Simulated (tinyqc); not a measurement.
Inside a calculation. Model: Schottky emission and Poole-Frenkel conduction in an insulator, and how to tell them apart.

Computed by the program tinyqc: `OMP_NUM_THREADS=1 python tinyqc.py 2370084 2370085 out.jsonl`, one thread of a shared Intel Xeon 2.30GHz, about 0.01 s for the whole run. Printed values are rounded.

Schottky emission (electrode-limited): J = As T^2 exp[-(pb - b sqrt(F))/Vt], b = sqrt(q/(4 pi eps0 ei)). Poole-Frenkel emission (bulk-limited): J = s0 F exp[-(pt - 2 b sqrt(F))/Vt]. F in V/cm.

Inputs (values chosen for the exercise); dielectric values close to those of zirconium oxide:

| symbol | value | unit | meaning |
|---|---|---|---|
| T | 325 | K | temperature |
| ei | 4.79 |  | high-frequency relative permittivity |
| es | 26.1 |  | static relative permittivity |
| pt | 0.97 | eV | trap depth |
| s0 | 0.35 | S/cm | Poole-Frenkel prefactor |
| pb | 1.49 | eV | electrode barrier |
| As | 27 | A/(cm^2 K^2) | Richardson constant |
| F | 1.5 | MV/cm | field |

Constants: q = 1.602176634e-19 C, kB = 1.380649e-23 J/K, Vt = kB T/q, eps0 = 8.8541878128e-14 F/cm where lengths are in cm. Results are converted to the units shown.

## Both currents at one field

Lowerings b sqrt(F) and 2 b sqrt(F); the image-force maximum lies at sqrt(q/(16 pi eps0 ei F)) from the electrode.

Schottky lowering = 212.351 meV
position of the barrier top = 0.707836 nm
Poole-Frenkel lowering = 424.701 meV
J, Schottky = 4.39148e-14 A/cm^2
J, Poole-Frenkel = 0.00183743 A/cm^2

Injection and bulk transport act in series, so the smaller capacity limits the current: here the electrode, by a factor of 4.18e10.

## Which mechanism made these data

```
point	F (MV/cm)	J (A/cm^2)
0	1.1	4.433e-14
1	1.76	2.476e-13
2	2.42	1.022e-12
3	3.08	3.511e-12
4	3.74	1.063e-11
5	4.4	2.928e-11
```

The data come from another sample of the same dielectric, in which one mechanism alone limits the current. Fit straight lines by least squares: ln J on sqrt(F) (Schottky plot, slope b/Vt) and ln(J/F) on sqrt(F) (Poole-Frenkel plot, slope 2 b/Vt), F in V/cm, and read a permittivity from each slope. The right mechanism gives a value near ei, and in any case between ei and es.

slope of the Schottky plot = 0.00619092 (cm/V)^0.5
permittivity read as Schottky = 4.78993
slope of the Poole-Frenkel plot = 0.00487929 (cm/V)^0.5
permittivity read as Poole-Frenkel = 30.8451

Both plots are nearly straight, so straightness decides nothing. Read as Schottky the data give 4.79, which matches ei = 4.79; read as Poole-Frenkel they give 30.8, above even the static value 26.1. The data were made by Schottky emission.
